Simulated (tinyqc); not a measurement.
# Amplitude against the length of the filling pulse

In DLTS the amplitude of the capacitance transient follows the share of traps filled by the pulse. In the neutral layer an empty trap fills as 1 - exp(-tp/tc), tc = 1/(sn vth(T) Nd), vth(T) = vth (T/300 K)^0.5; emission during the pulse and slow capture at the depletion edge are neglected.

Inputs (values chosen for the exercise): thermal velocity at 300 K vth = 4.6e7 cm/s; shallow donor density Nd = 2.2e16 cm^-3; capture cross-section sn = 7.1e-15 cm^2; temperature of the transient T = 146 K.

Result of one run:
```
tp (s)	tp/tc	amplitude over its full value	ln(1 - that)
4.5e-11	0.22556	0.20193	-0.22556
```

What becomes of these results when the pulse length tp is changed from 4.5e-11 to 8.5e-10 s, all else the same?

Result of the changed run:
```
tp (s)	tp/tc	amplitude over its full value	ln(1 - that)
8.5e-10	4.2606	0.98589	-4.2606
```

The whole series:
```
tp (s)	tp/tc	amplitude over its full value	ln(1 - that)
1.4e-11	0.070175	0.067769	-0.070175
2.5e-11	0.12531	0.11778	-0.12531
4.5e-11	0.22556	0.20193	-0.22556
8.1e-11	0.40601	0.33370	-0.40601
1.5e-10	0.75188	0.52852	-0.75188
2.6e-10	1.3033	0.72835	-1.3033
4.7e-10	2.3559	0.90519	-2.3559
8.5e-10	4.2606	0.98589	-4.2606
1.5e-9	7.5188	0.99946	-7.5188
```

The amplitude rises from 0.0678 to 0.999 of its full value. The last column is linear in tp with slope -1/tc, tc = 2.00e-10 s, which gives the cross-section from Nd and vth, independently of the Arrhenius intercept; 99 % filling needs 9.19e-10 s.

Numbers from tinyqc (`OMP_NUM_THREADS=1 python tinyqc.py 2050106 2050107 out.jsonl`; about 0.01 s on one thread of a shared Intel Xeon 2.30GHz).
